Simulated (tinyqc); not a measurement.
Two-dimensional dopant profile at a mask edge: lateral junction, overlap and effective channel length: one step, computed by the program tinyqc. Command: `OMP_NUM_THREADS=1 python tinyqc.py 3011906 3011907 out.jsonl lateral walk`. One thread of a shared host (Intel(R) Xeon(R) Processor @ 2.30GHz), about 0.02 s of CPU time with the checks.

Ions enter for y < 0; the mask (spacer, then gate) covers y > 0. x is the depth. The surface reflects dopant during the anneal.

Problem. Widths and vertical profile. Widths s_x^2 = (vertical straggle)^2 + 2 D t, s_y^2 = (lateral straggle)^2 + 2 D t. C(x, y) = V(x) (1/2) erfc(y/(sqrt2 s_y)), V(x) = Q/(sqrt(2 pi) s_x) [exp(-(x - R_p)^2/(2 s_x^2)) + exp(-(x + R_p)^2/(2 s_x^2))]; 1 nm = 1e-7 cm. The vertical junction far from the mask solves V(x) = C_B.

Inputs (values chosen for the exercise, modelled on a source-drain extension in silicon):

| quantity | value | unit |
|---|---|---|
| dose Q | 3.8e+14 | 1/cm^2 |
| projected range R_p | 4.9 | nm |
| vertical straggle | 1.6 | nm |
| lateral straggle | 1 | nm |
| anneal budget D t | 9.7e-14 | cm^2 |
| channel doping C_B | 5.1e+17 | 1/cm^3 |

Give: s_x; s_y; V at the surface; V at R_p; vertical junction x_j.

Solution.

s_x = 4.686 nm

s_y = 4.517 nm

V at the surface = 3.745e+20 1/cm^3

V at R_p = 3.598e+20 1/cm^3

vertical junction x_j = 21.73 nm
